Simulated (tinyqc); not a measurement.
Interface roughness in a thin film (subband fluctuation and scattering): sweeps and comparisons. A value that a table varies takes the place of the one given here.

Square well of width t, barriers V0, c = hbar^2/2m0: E1 solves k t + 2 atan[(k/mz)/(kappa/mb)] = pi, k = sqrt(mz E/c), kappa = sqrt(mb (V0 - E)/c). One interface is rough, so the subband edge fluctuates by G dt with G = |dE1/dt| (central difference of 0.01 angstrom; 2 E1/t for hard walls).

Gaussian roughness spectrum S(q) = pi D^2 Lc^2 exp(-q^2 Lc^2/4). Degenerate gas, taken to fill one subband (the second starts to fill once c kF^2/md exceeds E2 - E1, which is not tested here): kF = sqrt(2 pi Ns/gv), q = 2 kF sin(theta/2), 1/tau = (md/(2 pi c hbar)) G^2 times the integral from 0 to pi of S(q)(1 - cos theta)/eps(q)^2 dtheta, eps(q) = 1 + qs/q with screening (qs = gv md q0/(c eps), q0 = e^2/(4 pi eps0), form factors left out, which overstates the screening; other scattering is left out too, so these values lie far above measured mobilities in all but the thinnest films) or 1 without; mobility = tau c2/md with c2 = e/m0 = 1.75882e15 cm^2/(V s^2); 1e12/cm^2 = 1e-4/angstrom^2.

Constants: hbar^2/2m0 = 3.80998211 eV angstrom^2; hbar = 6.58211957e-16 eV s; e^2/(4 pi eps0) = 14.39964547 eV angstrom.

Parameters, chosen for this exercise (near those of a thin GaN channel; not measured data): mz = 0.197 m0 (confinement mass); V0 = 1.83 eV (barrier); mb = 0.34 m0 (barrier mass); md = 0.204 m0 (mass in the plane); gv = 1 (valleys); D = 1.3 angstrom (rms height of the roughness); Lc = 34 angstrom (correlation length); Ns = 1.6 x 1e12/cm^2 (sheet density); eps = 9.5 (mean dielectric constant at the channel); ts = (13, 17, 20, 24, 30, 38, 50) angstrom (thicknesses); t = 24 angstrom (film thickness); Ll = (4, 8, 14, 22, 35, 55, 90) angstrom (correlation lengths).

## The sixth-power law

Screened mobility against thickness for the finite barrier and for hard walls.

Results:
```
t (angstrom)  E1 (meV)  G (meV/angstrom)  mobility (cm^2/(V s))  the same, hard walls
13               415.1            38.906                    357                  17.9
17               294.4            23.230               1.00e+03                  89.6
20               235.4            16.598               1.96e+03                   238
24               180.9            11.166               4.34e+03                   710
30               128.8             6.702               1.20e+04              2.71e+03
38                88.2             3.798               3.75e+04              1.12e+04
50                55.7             1.906               1.49e+05              5.80e+04
```

With hard walls G goes as 1/t^3 and the mobility as t^6. With the finite barrier the local exponent is 3.84 at the thin end and 5.03 at the thick end, since the envelope leaks out and softens the dependence. The roughness limit falls below 500 cm^2/(V s) between 17 and 13 angstrom. The gate field, which also presses carriers to the interface, is left out. Below about 20 angstrom the effective-mass picture is itself doubtful. Up to t = 24 angstrom G D exceeds half of EF - E1, where the Born rate fails.

## Correlation length

Fixed D; bare and screened mobility.

Results:
```
Lc (angstrom)  kF Lc  bare mobility (cm^2/(V s))  screened mobility (cm^2/(V s))
4               0.13                    2.03e+04                        1.28e+05
8               0.25                    5.25e+03                        3.32e+04
14              0.44                    1.89e+03                        1.21e+04
22              0.70                         946                        6.15e+03
35              1.11                         625                        4.32e+03
55              1.74                         728                        6.13e+03
90              2.85                    1.44e+03                        2.31e+04
```

The bare mobility is lowest at Lc = 35 angstrom of those listed (kF Lc = 1.11). The screened mobility is lowest at Lc = 35 angstrom of those listed (kF Lc = 1.11). Short roughness averages out (mobility as 1/Lc^2; the first two rows give exponent -1.95), and long roughness deflects only by small angles (bare mobility rising as Lc; the last two rows give 1.39).

## What each parameter does

G, G D, and the screened mobility. Each row changes one parameter from the base and keeps the others.

Results:
```
case                   G (meV/angstrom)  G D (meV)  mobility (cm^2/(V s))
base                             11.166      14.52                   4340
t = 20 angstrom                  16.598      21.58                   1964
D = 1.69 angstrom                11.166      18.87                   2568
Lc = 42 angstrom                 11.166      14.52                   4462
Ns = 2.56 x 1e12/cm^2            11.166      14.52                   5501
mz = 0.227 m0                    10.676      13.88                   4748
md = 0.235 m0                    11.166      14.52                   3897
V0 = 1.28 eV                      9.636      12.53                   5828
eps = 11.4                       11.166      14.52                   3511
```

The largest shifts from the base row, up to three for each result and ties (the steps differ in size, so this ranks the rows, not the parameters). G (meV/angstrom): t +5.432, V0 -1.530, mz -0.490; unchanged at the printed digits by D, Lc, Ns, md and eps. G D (meV): t +7.06, D +4.35, V0 -1.99; unchanged at the printed digits by Lc, Ns, md and eps. mobility (cm^2/(V s)): t -2.38e+03, D -1.77e+03, V0 +1.49e+03. In the base case G D is 0.77 times EF - E1 = 18.8 meV.

Computed by tinyqc, a small Python program: `OMP_NUM_THREADS=1 python tinyqc.py 1250665 1250666 out.jsonl` (the numbers bound the seed that draws the inputs); one thread of a shared host (Intel(R) Xeon(R) Processor @ 2.30GHz), about 0.01 s for the whole set of steps.
